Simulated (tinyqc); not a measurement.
Electroplating on a thin resistive seed layer: kinetics, Wagner number and the terminal effect across a wafer: one step, computed by the program tinyqc. Command: `OMP_NUM_THREADS=1 python tinyqc.py 3121522 3121523 out.jsonl terminal walk`. One thread of a shared host (Intel(R) Xeon(R) Processor @ 2.30GHz), about 0.02 s of CPU time with the checks.

Current enters the seed at the rim. The bath is treated as a local resistance per area (no lateral flow in the liquid), two electrons per ion, molar volume 7.11 cm^3/mol, Faraday constant F = e N_A, kinematic viscosity 0.01 cm^2/s, omega = 2 pi x rpm/60; k_B T/e is in volts.

Question. Rate, limit and resistances. Growth rate = i V_m/(2 F). Levich limit i_L = 0.62 x 2 F D^(2/3) omega^(1/2) nu^(-1/6) c. Tafel overpotential eta = (k_B T/(alpha e)) ln(i/i_0); kinetic resistance k_B T/(alpha e i); bath resistance h/kappa + plate; R_s = resistivity/t; Wagner number = kinetic resistance x kappa/R.

Inputs (values chosen for the exercise, of the order of those for copper plating on a thin cobalt or ruthenium seed):
```
quantity                               value         unit
wafer radius R                            15           cm
seed thickness t                          32           nm
seed resistivity                          24  microohm cm
bath conductivity kappa                0.045         S/cm
gap to the anode h                       4.1           cm
extra resistance of a porous plate        69     ohm cm^2
exchange current density i_0            0.15      mA/cm^2
cathodic transfer coefficient alpha     0.33            -
mean current density                      26      mA/cm^2
diffusivity of the metal ion         4.5e-06       cm^2/s
metal ion concentration                  0.4        mol/L
rotation rate                            100          rpm
temperature T                            298            K
```

Constants: e = 1.602176634e-19 C; N_A = 6.02214076e+23 1/mol; k_B = 8.617333262e-05 eV/K.

Give: growth rate; limiting current i_L; overpotential; kinetic resistance; bath resistance R_b; sheet resistance R_s; Wagner number.

Answer.

growth rate = 574.8 nm/min

limiting current i_L = 90.94 mA/cm^2

overpotential = 401.2 mV

kinetic resistance = 2.993 ohm cm^2

bath resistance R_b = 160.1 ohm cm^2

sheet resistance R_s = 7.5 ohm/square

Wagner number = 0.008979
